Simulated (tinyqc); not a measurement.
Transient enhanced diffusion after implantation: plus-n interstitials, dissolving clusters and loss to the surface: one step, computed by the program tinyqc.

The implant leaves n Q interstitials in clusters at depth R_p. While clusters last they hold the free interstitials at a supersaturation S = C_I/C_I*; interstitials drain to the surface, and the part f_I of the dopant diffusion that uses interstitials speeds up in proportion to S.

Problem. Duration and total effect at this temperature. The clusters last tau = n Q/J. If they dissolve fully at this T, the extra budget is (D/D* - 1) D* tau.

Inputs (values chosen for the exercise, modelled on boron in silicon): implant dose Q = 2e+14 1/cm^2; interstitials kept per ion n = 2; anneal (peak) temperature T = 825 C.

Anneal: isothermal.

flux J = 1.361167e+12 1/(cm^2 s)

enhancement D/D* = 1043.008

equilibrium diffusivity D* = 8.076241e-17 cm^2/s

Give: duration tau; extra budget if complete.

Solution.

duration tau = 293.9 s

extra budget if complete = 2.473e-11 cm^2
